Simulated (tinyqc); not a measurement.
Hydrogen passivation and dissociation of interface defects with a spread of activation energies: one step, computed by the program tinyqc. Command: `OMP_NUM_THREADS=1 python tinyqc.py 3024639 3024640 out.jsonl passivation walk`. One thread of a shared host (Intel(R) Xeon(R) Processor @ 2.30GHz), about 0.01 s of CPU time with the checks.

Active defects P react as P + H2 -> HP + H and HP -> P + H; released atomic hydrogen is removed. All defects start active. Activation energies are normally distributed, independently for the two reactions.

Task: Sites at the mean energies. a = k_f0 [H2] exp(-E_f/k_B T), b = k_d0 exp(-E_d/k_B T); the active share of one kind of site is b/(a + b) + (a/(a + b)) exp(-(a + b) t).

Inputs (values chosen for the exercise, for a model interface):

| quantity | value | unit |
|---|---|---|
| mean passivation energy E_f | 1.52 | eV |
| prefactor k_f0 | 8.1e-08 | cm^3/s |
| mean dissociation energy E_d | 2.87 | eV |
| prefactor k_d0 | 1.5e+13 | 1/s |
| dissolved hydrogen [H2] | 2.9e+16 | cm^-3 |
| anneal temperature T | 880 | K |
| anneal time t | 130 | s |

Ambient: hydrogen.

Constants: k_B = 8.617333262e-05 eV/K.

Give: passivation rate a; dissociation rate b; active share, single energy; steady active share, single energy.

Result:

passivation rate a = 4.6325 1/s

dissociation rate b = 5.4896e-04 1/s

active share, single energy = 1.1849e-04

steady active share, single energy = 1.1849e-04
